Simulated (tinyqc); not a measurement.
Worked calculation: propagation of a band-gap error through k.p and effective-mass formulas. Values are carried at full precision from step to step, so a last printed digit may differ when a step is redone from the rounded ones.

Chain, for a gap E (the reference Eg or another value), with Ep and Dso kept: 1/me = 1 + Ep (E + 2 Dso/3)/(E (E + Dso)); g* = 2 - 2 Ep Dso/(3 E (E + Dso)); g1(E) = g1 + (Ep/3)(1/E - 1/Eg), g2(E) = g2 + (Ep/6)(1/E - 1/Eg), light hole 1/(g1 + 2 g2), heavy hole 1/(g1 - 2 g2) along [100]; optical constant ei(E) = 1 + (ei - 1)(EP/(EP + E - Eg))^2, static e0(E) = ei(E) + e0 - ei.

Constants: Ry = 13.60569312 eV; a0 (Bohr radius) = 0.5291772105 angstrom; kB = 8.617333262e-05 eV/K; hbar^2/2m0 = 3.80998211 eV angstrom^2.

Values chosen for the exercise (reference values near those of GaSb, gap at low temperature; not measured data): Eg = 0.825 eV (gap at Gamma to the s-like level); Dso = 0.751 eV (spin-orbit splitting); Ep = 27.2 eV (Kane energy); g1 = 13.45 (Luttinger gamma1); g2 = 4.72 (gamma2); e0 = 15.7 (static dielectric constant); ei = 14.54 (optical dielectric constant); EP = 4.06 eV (mean (Penn) gap); Eg2 = 0.734 eV (a wrong gap, of the size a hybrid functional can give); mh = 0.56 m0 (density-of-states mass of the holes); T = 300 K (temperature); k = 0.029 1/angstrom (wave vector).

## Masses, g factor and screening for both gaps

Evaluate the chain at Eg and at Eg2.

Band values at the two gaps:
```
quantity      at Eg   at Eg2  ratio
me          0.03480  0.03144  0.903
g*           -8.474   -10.49      -
g1            13.45    14.81  1.101
g2            4.720    5.401  1.144
light hole  0.04369  0.03904  0.894
heavy hole   0.2494   0.2494  1.000
ei            14.54    15.17  1.043
e0            15.70    16.33  1.040
```

The gap is off by a factor of 0.89; the electron mass follows with 0.90 and the light hole with 0.89, while the heavy hole, which does not couple to the conduction level, keeps its value. The optical constant changes less, by +4 %, as it answers to the mean gap, which shifts by the same -0.09 eV on a base of 4.06 eV. g* moves by -2.02; remote bands, left out here, shift it by tenths or, where it is large, by some per cent.

## Binding energies and densities for both gaps

Donor: R = Ry me/e0^2, a_B = a0 e0/me, Mott density (0.26/a_B)^3. Nc, Nv = 2 (m kT/(4 pi c))^(3/2), c = hbar^2/2m0, ni = sqrt(Nc Nv) exp(-E/2kT). Exciton: Ry mu/e0^2 with 1/mu = 1/me + g1(E). 1 angstrom^-3 = 1e24 cm^-3.

Use the values of the table.

Results:
```
quantity                  at Eg     at Eg2  ratio
R (meV)                   1.921      1.604  0.835
a_B (angstrom)            238.7      274.9   1.15
Mott density (cm^-3)  1.292e+15  8.465e+14  0.655
Nc (cm^-3)            1.629e+17  1.399e+17  0.858
ni (cm^-3)            1.539e+11  8.288e+11   5.39
exciton (meV)             1.309      1.095  0.837
```

Power laws carry the error on: the donor energy (me/e0^2) by a factor of 0.835, the Mott density (cube of me/e0) by 0.655. ni, with its exponential, changes by a factor of 5.39, that is 0.7 decades.

## A scissor shift and what it does not mend

A rigid shift D = Eg - Eg2 of the conduction band restores the gap but leaves the curvature, so the mass stays me(Eg2); redoing the sum 1/m = 1 + Ep (E + 2 Dso/3)/(E (E + Dso)) with E = Eg and the same Ep gives another mass. For optics, eps2 at the edge goes as |p|^2/E^2: a rigid shift keeps the dipole elements p/E, while shifting the energies under unchanged p scales eps2 by (Eg2/Eg)^2.

shift D = 0.091 eV
mass under a rigid shift = 0.0314 m0
mass from the sum with the corrected gap = 0.0348 m0
factor on eps2 if p is left unscaled = 0.792

The rigid shift leaves the mass off by a factor of 0.90. The mass from the corrected gap is the reference me(Eg) here, because the exercise keeps Ep fixed; a real correction of the gap depends on k and changes Ep as well.

## Far from the edge the relative error shrinks

Two-level dispersion E(k) = sqrt(E^2/4 + Ep c k^2) - E/2 at k/4, k, 4k for both gaps, c = hbar^2/2m0.

Energies above the edge:
```
k (1/angstrom)  at Eg (eV)  at Eg2 (eV)  ratio
0.00725             0.0066       0.0073  1.122
0.02900             0.0948       0.1040  1.098
0.11600             0.8383       0.8696  1.037
```

The ratio tends to Eg/Eg2 = 1.12 at k = 0 and goes from 1.122 to 1.037: at large k both curves approach the same slope sqrt(Ep c), while their distance in eV grows towards |Eg - Eg2|/2.

## Checks

- Chain at E = Eg against the inputs g1, g2, ei, e0: they agree to 1e-10 or better.

Computed by tinyqc, a small Python program: `OMP_NUM_THREADS=1 python tinyqc.py 1850566 1850567 out.jsonl` (the numbers bound the seed that draws the inputs); one thread of a shared host (Intel(R) Xeon(R) Processor @ 2.30GHz), about 0.01 s for the whole set of steps.
